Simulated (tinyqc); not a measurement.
Which roughness does what: X-ray reflectivity of a thin film on silicon: critical angles, Parratt recursion, fringes and roughness. Computed by tinyqc, a small Python program. Command: `OMP_NUM_THREADS=1 python tinyqc.py 3120109 3120110 out.jsonl xrr walk`. One thread of a shared host (Intel(R) Xeon(R) Processor @ 2.30GHz), about 0.01 s of CPU time with the checks.

n = 1 - delta + i beta; the classical electron radius is r_e = 2.8179403e-6 nm. Layer 0 is vacuum, 1 the film, 2 the substrate.

Inputs (values chosen for the exercise, modelled on Si3N4 on silicon, copper K-alpha radiation): wavelength lambda = 0.15406 nm; film density rho = 2.78 g/cm^3; effective electrons per unit mass, film = 0.501 mol/g; beta/delta, film = 0.016; film thickness d = 16.9 nm; roughness of the surface sigma_1 = 0.49 nm; roughness of the interface sigma_2 = 0.65 nm; substrate density = 2.33 g/cm^3; effective electrons per unit mass, substrate = 0.507 mol/g; beta/delta, substrate = 0.023; grazing angle theta = 1.71 degrees.

Constants: N_A = 6.02214076e+23 1/mol.

Method:
- delta = r_e lambda^2 rho_e/(2 pi), rho_e = density x electrons per mass x N_A; critical angle sqrt(2 delta), q_c = 4 sqrt(pi r_e rho_e).
- k_j = (2 pi/lambda) sqrt(sin^2 theta - 2 delta_j + 2 i beta_j); r_ij = (k_i - k_j)/(k_i + k_j) x exp(-2 k_i k_j sigma^2) (Nevot-Croce); r = (r_01 + r_12 p)/(1 + r_01 r_12 p), p = exp(2 i k_1 d); R = |r|^2.
- Far above the critical angle the period is d theta = lambda/(2 d), or 2 pi/d in q; the envelope runs between (|r_01| - |r_12 p|)^2 and (|r_01| + |r_12 p|)^2; contrast = 2 a b/(a^2 + b^2) with a = |r_01|, b = |r_12 p|; roughness factors on the amplitudes are about exp(-q^2 sigma^2/2).
- R is averaged over one period above each angle (64 points); contrast = (max - min)/(max + min) of R theta^4 over that period. Cases: smooth; only sigma_1; only sigma_2; both.

period in theta = 0.261153 degrees

Constants:
```
layer      rho_e (1/nm^3)        delta         beta  critical angle (degrees)  q_c (1/nm)
film              838.752  8.92823e-06  1.42852e-07                  0.242114    0.344681
substrate         711.402  7.57263e-06  1.74170e-07                  0.222977    0.317437
```

Mean R and contrast:
```
theta (degrees)    R smooth  contrast  R, sigma_1  contrast, sigma_1  R, sigma_2  contrast, sigma_2     R, both  contrast, both
0.8              3.2703e-04   0.29613  2.2252e-04            0.41650  3.2559e-04            0.21481  2.2088e-04         0.30576
1.2              7.6207e-05   0.30210  3.4758e-05            0.49538  7.4657e-05            0.15996  3.3267e-05         0.30514
1.8              1.6007e-05   0.29592  2.8761e-06            0.56059  1.5903e-05            0.06503  2.6817e-06         0.22892
2.5              4.6861e-06   0.29633  2.7290e-07            0.97974  4.5833e-06            0.01908  1.6819e-07         0.32637
3.5              1.2964e-06   0.29629  3.2646e-08            0.51625  1.2537e-06            0.00132  2.2471e-09         0.42749
```

What follows from these numbers?

At 2.5 degrees sigma_1 alone multiplies the mean R by 0.058 and sigma_2 alone by 0.98; the contrast goes from 0.30 (smooth) to 0.98 and 0.02.
